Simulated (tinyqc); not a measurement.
From results back to parameters: carrier statistics of a doped semiconductor with parabolic bands. Three cases, with inputs chosen for the exercise.

Problem. ni^2 = C^2 (T/300 K)^3 exp(-Eg(T)/kB T) with Eg(T) = Eg0 - al T^2/(T + be). Two intrinsic densities were computed from hidden Eg0 and C = sqrt(Nc Nv) at 300 K.

Constants: kB = 8.617333262e-05 eV/K.

Case 1.

Values chosen (near those of InP; not measured data): al = 0.000378 eV/K (Varshni alpha); be = 153 K (Varshni beta); T1 = 270 K; T2 = 530 K.

ni(T1) = 342380 1/cm^3
ni(T2) = 4.78225e+12 1/cm^3

Case 2.

Values chosen (near those of Ge; not measured data): al = 0.000477 eV/K (Varshni alpha); be = 232 K (Varshni beta); T1 = 260 K; T2 = 520 K.

ni(T1) = 1.34570e+12 1/cm^3
ni(T2) = 2.57007e+16 1/cm^3

Case 3.

Values chosen (near those of Si; not measured data): al = 0.000485 eV/K (Varshni alpha); be = 640 K (Varshni beta); T1 = 280 K; T2 = 480 K.

ni(T1) = 1.33805e+09 1/cm^3
ni(T2) = 9.53288e+13 1/cm^3

Find: Eg0; C.

Solution. y(T) = 2 ln ni - 3 ln(T/300) - al T/((T + be) kB) equals 2 ln C - Eg0/(kB T), a straight line in 1/T; two points give slope and intercept.

Case 1.

Eg0 = 1.436 eV
C = 2.50e+18 1/cm^3

Case 2.

Eg0 = 0.750 eV
C = 7.14e+18 1/cm^3

Case 3.

Eg0 = 1.160 eV
C = 1.73e+19 1/cm^3

Computed by tinyqc, one run a case: `OMP_NUM_THREADS=1 python tinyqc.py N N+1 out.jsonl` with N = 1650683, 1650688, 1650721; one thread of a shared Intel(R) Xeon(R) Processor @ 2.30GHz, about 0.01 s a run at most.
